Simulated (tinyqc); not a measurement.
Non-radiative capture by multiphonon emission, one effective mode: one step, computed by the program tinyqc.

The initial state (free carrier plus empty centre) lies dE above the final state; both have the same frequency and are displaced by dQ.

Task: Geometry of the two curves. dQ = sqrt(2 S (hbar^2/u)/hbar omega); relaxation energy lambda = S hbar omega; phonons needed P = dE/hbar omega; classical barrier E_b = (dE - lambda)^2/(4 lambda); occupation n = 1/(exp(hbar omega/k_B T) - 1).

Inputs (values chosen for the exercise, with mass, screening and phonons like those of GaAs):
```
quantity                  value  unit
energy released dE        0.521    eV
phonon energy hbar omega   30.6   meV
Huang-Rhys factor S        2.19     -
temperature T               400     K
```

Centre: repulsive.

Constants: hbar^2/u = 4.18015928e-03 eV angstrom^2; k_B = 8.617333262e-05 eV/K.

Give: dQ; lambda; P; classical barrier E_b; occupation n.

Result:

dQ = 0.77352 u^(1/2) angstrom

lambda = 0.067014 eV

P = 17.026

classical barrier E_b = 0.76888 eV

occupation n = 0.69947

dE exceeds lambda: the inverted case usual for deep centres, in which the curves cross on the far side of the initial minimum.
